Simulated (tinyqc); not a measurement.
From peak velocity back to valley separation dE: two-valley model of the transferred-electron effect. Computed by tinyqc, a small Python program. Command: `OMP_NUM_THREADS=1 python tinyqc.py 3014358 3014359 out.jsonl gunn inv`. One thread of a shared host (Intel(R) Xeon(R) Processor @ 2.30GHz), about 0.04 s of CPU time with the checks.

Both kinds of valley share one electron temperature T_e, and each has a constant mobility.

Inputs (values chosen for the exercise, modelled on In0.53Ga0.47As):
```
quantity                       value        unit
central-valley mass m1         0.044         m_0
satellite-valley mass m2        0.25         m_0
satellite valleys Z                4           -
central-valley mobility mu1    10000  cm^2/(V s)
satellite-valley mobility mu2    200  cm^2/(V s)
energy relaxation time tau_E     1.1          ps
lattice temperature T            400           K
```

Solver: bisection.

Constants: k_B = 8.617333262e-05 eV/K.

Method. Density-of-states ratio R = Z (m2/m1)^(3/2); n2/n1 = R exp(-dE/(k_B T_e)); mean mobility mu = (mu1 + mu2 n2/n1)/(1 + n2/n1); energy balance e mu F^2 = (3/2) k_B (T_e - T)/tau_E; v = mu F. Using T_e as the parameter, F(T_e) = sqrt(3 k_B (T_e - T)/(2 e mu tau_E)) and v = mu F; find the first maximum and the next minimum of v, and the most negative dv/dF between them.

Task: A run gave the result below. Find the valley separation dE, known to lie between 0.35 and 1.1 eV.

peak velocity = 2.863859 1e7 cm/s

Result:

Each step takes the trial c = (a f_b - b f_a)/(f_b - f_a), f being the result less the target and a, b, c the logarithms of the listed values; c replaces end b, the old b replaces a if the sign of f changed, and otherwise f_a is halved.

Scan of the range:
```
valley separation dE (eV)  peak velocity (1e7 cm/s)
0.350                                       1.93457
0.424                                       2.26946
0.513                                       2.62509
0.620                                       3.00290
0.751                                       3.41259
0.909                                       3.85155
1.100                                       4.32473
```

False position (Illinois rule, in the logarithm of the input) inside the bracket:
```
step     end a     end b     trial  peak velocity (1e7 cm/s)
1     0.513000  0.620000  0.578247                   2.86089
2     0.620000  0.578247  0.579090                   2.86382
3     0.620000  0.579090  0.579110                   2.86389
4     0.579090  0.579110  0.579100                   2.86386
```

Peak velocity rises at every point of a 13-point scan of the range (every second point is shown), so one value fits; it is bracketed by 0.513 and 0.620. Answer: valley separation dE = 0.5791 eV.
